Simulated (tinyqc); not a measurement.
Rapid thermal processing of a wafer: radiative balance, ramp and cooling, pattern effects, pyrometer error and spike budget: one step, computed by the program tinyqc. Command: `OMP_NUM_THREADS=1 python tinyqc.py 3112158 3112159 out.jsonl rtp walk`. One thread of a shared host (Intel(R) Xeon(R) Processor @ 2.30GHz), about 0.04 s of CPU time with the checks.

The wafer is opaque and uniform through its thickness unless said otherwise; temperatures in formulas are in kelvin (C + 273.15). sigma = 5.670374419e-12 W/(cm^2 K^4).

Question. Pattern effect. At steady state a sinusoidal change of absorbed power of relative amplitude a and period p gives the temperature amplitude a q/(dq/dT + k d (2 pi/p)^2); healing length l = sqrt(k d/(dq/dT)); process change = E_a dT/(k_B T^2). Emissivity is taken as unchanged.

Inputs (values chosen for the exercise, modelled on a hot silicon wafer):
```
quantity                                        value        unit
wafer thickness d                                 525  micrometre
thermal conductivity k                            0.2    W/(cm K)
wall temperature T_w                              700           K
process temperature                              1030           C
relative change of absorptivity over a pattern    7.2           %
period of the pattern                              25          mm
activation energy of the process E_a             3.66          eV
```

dq/dT = 29.52290 mW/(cm^2 K)

holding power q = 9.395946 W/cm^2

Constants: k_B = 8.617333262e-05 eV/K.

Give: healing length l; amplitude without lateral conduction; amplitude; change of the process rate.

Answer.

healing length l = 5.964 mm

amplitude without lateral conduction = 22.91 K

amplitude = 7.058 K

change of the process rate = 17.65 %

Lateral conduction cuts the amplitude to 31 %, since p/(2 pi l) = 0.67.
